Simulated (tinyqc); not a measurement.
Convergence with the energy grid: electron mobility of a polar semiconductor by Rode's iterative solution of the Boltzmann equation. Computed by tinyqc, a small Python program. Command: `OMP_NUM_THREADS=1 python tinyqc.py 3007832 3007833 out.jsonl rode sweep`. One thread of a shared host (Intel(R) Xeon(R) Processor @ 2.30GHz), about 0.05 s of CPU time with the checks.

The distribution is f(E) + e F l(E) (-df/dE) cos(theta) for a weak field F, theta counted from the force; l(E) is a mean free path. Elastic processes enter by their momentum rate, polar optical phonons by out- and in-scattering terms. One valley only: where upper valleys lie close, measured mobilities are lower. The density n is prescribed, even where a narrow-gap material would have more intrinsic carriers.

Inputs (values chosen for the exercise, for a model polar semiconductor):

| quantity | value | unit |
|---|---|---|
| effective mass m | 0.21 | m_0 |
| static permittivity eps_s | 10.3 | - |
| high-frequency permittivity eps_inf | 7.91 | - |
| density rho | 4350 | kg/m^3 |
| sound velocity v_l | 7870 | m/s |
| acoustic deformation potential D_A | 13 | eV |
| optical phonon energy hbar w | 19.1 | meV |
| piezoelectric coupling K | 0.011 | - |
| electron density n | 3.5e+16 | 1/cm^3 |
| compensation ratio C | 0.45 | - |
| temperature T | 200 | K |
| iteration cap | 200 | - |

Band: parabolic. Elastic processes: acoustic, piezoelectric, impurity.

Constants: k_B = 8.617333262e-05 eV/K; m_0 = 9.1093837015e-31 kg; e = 1.602176634e-19 C; hbar = 1.054571817e-34 J s; eps_0 = 8.8541878128e-12 F/m; k_B = 1.380649e-23 J/K; hbar = 6.582119569e-16 eV s.

Method:
- Parabolic band: E = hbar^2 k^2/(2 m), speed v = hbar k/m, states per spin, volume and energy g(E) = m k/(2 pi^2 hbar^2). Masses are multiplied by m_0 and all formulas are in SI units.
- The reduced Fermi level eta = E_F/(k_B T) solves n = 2 Z int g f dE with f = 1/(1 + exp(x - eta)) (Z = 1 unless valleys are given); screening length L_s = sqrt(eps_s eps_0 k_B T/(e^2 dn/deta)), dn/deta = 2 Z int g f (1 - f) dE.
- Integrals over x = E/(k_B T) use 160 Gauss-Legendre points in u = sqrt(x) from 0 to sqrt(max(eta, 0) + 32).
- N_I = n (1 + C)/(1 - C).
- Phonon occupation N_q = 1/(exp(hbar w/(k_B T)) - 1).
- Acoustic deformation potential (elastic, equipartition, absorption and emission together): 1/tau = 2 pi k_B T D_A^2 g(E)/(hbar rho v_l^2).
- Piezoelectric (elastic, unscreened, momentum relaxation): 1/tau = e^2 K^2 k_B T m (1 + 2 alpha E)/(2 pi eps_s eps_0 hbar^3 k), with alpha = 0 for a parabolic band.
- Singly charged impurities, momentum relaxation: 1/tau = N_I e^4 m (1 + 2 alpha E) Phi/(8 pi (eps_s eps_0)^2 hbar^3 k^3), with alpha = 0 for a parabolic band.
- Brooks-Herring: Phi = ln(1 + b) - b/(1 + b), b = 4 k^2 L_s^2.
- Polar optical, unscreened: W = e^2 w (1/eps_inf - 1/eps_s) m (1 + 2 alpha E') ln|(k + k')/(k - k')| / (4 pi eps_0 hbar^2 k), times N_q for absorption (E' = E + hbar w) and N_q + 1 for emission (E' = E - hbar w > 0), with alpha = 0 for a parabolic band; mean cosine of the angle <cos> = (k^2 + k'^2)/(2 k k') - 1/ln|(k + k')/(k - k')|.
- Energy grid E_j = (j + 1/2) hbar w/s, j = 0, 1, ..., up to (max(eta, 0) + 18) k_B T, so that E_j +/- hbar w are grid points; l = 0 beyond the grid; integrals are sums times the spacing.
- With f' = f(E'): out-scattering S_o = sum over absorption and emission of W (1 - f')/(1 - f); nu = sum of elastic rates; the in-scattering weights are c+ = W_abs <cos> (1 - f')/(1 - f) for E' = E + hbar w and c- likewise for emission.
- Iteration: l_new(E) = [v(E) + c+ l(E + hbar w) + c- l(E - hbar w)]/(nu + S_o), from l = 0.
- mu = e sum g v l f (1 - f) / (3 k_B T sum g f) over the grid; stop when mu changes by less than 1e-8 of itself.
- Self-energy RTA: l = v/(nu + S_o), the first iteration. Momentum RTA: l = v/(nu + S_o - c+ v(E + hbar w)/v - c- v(E - hbar w)/v), listed only where the denominator is positive on the whole grid. The polar-only value solves the same system with nu = 0; the elastic value takes l = v/nu.

One run for each value:

| grid points per phonon energy s | mobility mu (cm^2/(V s)) | polar-phonon mobility (cm^2/(V s)) | elastic mobility (cm^2/(V s)) |
|---|---|---|---|
| 2 | 518.17 | 807.35 | 2330.6 |
| 4 | 530.27 | 822.07 | 2364.1 |
| 6 | 533.66 | 827.12 | 2373.5 |
| 10 | 535.97 | 830.92 | 2379.9 |
| 16 | 537.04 | 832.85 | 2382.8 |
| 24 | 537.54 | 833.80 | 2384.1 |
| 40 | 537.87 | 834.47 | 2384.9 |

Over the rows, mobility mu (cm^2/(V s)) rises from 518 to 538 (exponent d ln y / d ln x 0.033 between the first rows and 0.0012 between the last); polar-phonon mobility (cm^2/(V s)) rises from 807 to 834 (exponent d ln y / d ln x 0.026 between the first rows and 0.0016 between the last); elastic mobility (cm^2/(V s)) rises from 2330 to 2380 (exponent d ln y / d ln x 0.021 between the first rows and 6.9e-4 between the last). Against the finest grid, mu is off by -3.7 % in the first row and -0.061 % in the last but one.
